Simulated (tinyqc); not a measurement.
# Channel mobility from two channel lengths

Problem. Two power MOSFETs differ only in channel length: R_on = R_rest + Lc (Wp + a)/(2 mch Cox Vov), Cox = 3.9 eps0/tox. Find mch and R_rest.

Parameters, values chosen for the exercise:
- tox = 33 nm (gate oxide thickness (eps_r 3.9))
- Vov = 13 V (gate overdrive)
- Wp = 7.1 um (width of the p body in one cell, channels included)
- a = 4 um (gap between neighbouring p bodies)

Constants: eps0 = 8.8541878128e-14 F/cm where lengths are in cm. Results are converted to the units shown.

R_on at Lc = 0.97 and 1.9 um (mohm cm^2): 1.4198616  1.6306568

Answer. R_on is a straight line in Lc; its slope gives mch and its intercept the rest.

mch = 180.0 cm^2/(V s)
R_rest = 1.200 mohm cm^2

Numbers from tinyqc (`OMP_NUM_THREADS=1 python tinyqc.py 2230105 2230106 out.jsonl`; about 0.01 s on one thread of a shared Intel Xeon 2.30GHz).
